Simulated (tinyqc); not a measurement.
Inputs raised by 2 %, one at a time: avalanche multiplication and breakdown of a junction from ionisation integrals. Computed by tinyqc, a small Python program. Command: `OMP_NUM_THREADS=1 python tinyqc.py 3015819 3015820 out.jsonl impact sens`. One thread of a shared host (Intel(R) Xeon(R) Processor @ 2.30GHz), about 0.03 s of CPU time with the checks.

Ionisation coefficients follow the local field. Position x runs through the depletion layer from the p side (x = 0), where electrons enter, to the n side (x = w), where holes enter. The built-in voltage is neglected.

Inputs (values chosen for the exercise, modelled on InP):

| quantity | value | unit |
|---|---|---|
| electron prefactor a_n | 5.07e+06 | 1/cm |
| electron field b_n | 3.16e+06 | V/cm |
| hole prefactor a_p | 1.88e+06 | 1/cm |
| hole field b_p | 2.29e+06 | V/cm |
| exponent c | 1 | - |
| permittivity eps | 12.5 | - |
| drift-layer mobility mu | 5000 | cm^2/(V s) |
| doping N of the lightly doped side | 1.5e+16 | 1/cm^3 |
| bias as a fraction of the breakdown voltage | 0.76 | - |

Junction: one-sided abrupt p+n.

Constants: e = 1.602176634e-19 C; eps_0 = 8.8541878128e-12 F/m.

Method:
- alpha_n = a_n exp(-(b_n/F)^c), alpha_p = a_p exp(-(b_p/F)^c).
- Field F = F_m (1 - s), w = eps eps_0 F_m/(e N), V = F_m w/2, with s = x/w (the peak lies at the p+ side).
- With Phi(x) = int_0^x (alpha_n - alpha_p) dx': 1 - 1/M_n = I_n = int_0^w alpha_n exp(-Phi) dx and M_p = M_n exp(-Phi(w)); trapezoid rule on 401 even points; breakdown at I_n = 1.
- Solve I_n(F_m) = 1.
- Bias V = fraction times the breakdown voltage.
- M_n = 1/(1 - I_n), M_p = M_n exp(-Phi(w)); McIntyre excess noise for the carrier with the larger M, F_x = k M + (1 - k)(2 - 1/M), with k = (smaller M - 1)/(larger M - 1).
- R_on = w/(e mu N) with w the width at breakdown; figure of merit V_B^2/R_on; for a triangular field it equals eps eps_0 mu F_m^3/4.

Runs:

| input moved | from | to | breakdown voltage (V) | width at breakdown (micrometre) | M_n | specific on-resistance (milliohm cm^2) |
|---|---|---|---|---|---|---|
| base run | - | - | 74.70 | 2.623 | 1.413 | 0.02183 |
| electron prefactor a_n (1/cm) | 5070000 | 5171400 | 74.50 | 2.620 | 1.416 | 0.02180 |
| electron field b_n (V/cm) | 3160000 | 3223200 | 76.09 | 2.647 | 1.389 | 0.02203 |
| hole prefactor a_p (1/cm) | 1880000 | 1917600 | 74.45 | 2.619 | 1.408 | 0.02179 |
| hole field b_p (V/cm) | 2290000 | 2335800 | 75.83 | 2.643 | 1.436 | 0.02199 |
| permittivity eps | 12.5 | 12.75 | 75.73 | 2.667 | 1.410 | 0.02220 |
| doping N of the lightly doped side (1/cm^3) | 1.5e+16 | 1.53e+16 | 73.69 | 2.580 | 1.416 | 0.02105 |
| drift-layer mobility mu (cm^2/(V s)) | 5000 | 5100 | 74.70 | 2.623 | 1.413 | 0.02140 |

Exponents ln(y'/y) / ln(x'/x):

| input | breakdown voltage | width at breakdown | M_n | specific on-resistance |
|---|---|---|---|---|
| electron prefactor a_n | -0.136 | -0.068 | 0.104 | -0.068 |
| electron field b_n | 0.927 | 0.463 | -0.863 | 0.463 |
| hole prefactor a_p | -0.174 | -0.087 | -0.197 | -0.087 |
| hole field b_p | 0.757 | 0.378 | 0.800 | 0.378 |
| permittivity eps | 0.690 | 0.845 | -0.093 | 0.845 |
| doping N of the lightly doped side | -0.690 | -0.845 | 0.094 | -1.845 |
| drift-layer mobility mu | 0.000 | 0.000 | 0.000 | -1.000 |

To which inputs is each result most sensitive?

Among the inputs moved here: breakdown voltage answers most in size to electron field b_n (exponent +0.927), next to hole field b_p (+0.757); its exponent is below 0.0005 for drift-layer mobility mu. Width at breakdown answers most in size to doping N of the lightly doped side (exponent -0.845), and about equally to permittivity eps (+0.845); its exponent is below 0.0005 for drift-layer mobility mu. M_n answers most in size to electron field b_n (exponent -0.863), next to hole field b_p (+0.800); its exponent is below 0.0005 for drift-layer mobility mu. Specific on-resistance answers most in size to doping N of the lightly doped side (exponent -1.845), next to drift-layer mobility mu (-1.000). Its exponent -1.000 in drift-layer mobility mu: R_on = w/(e mu N).
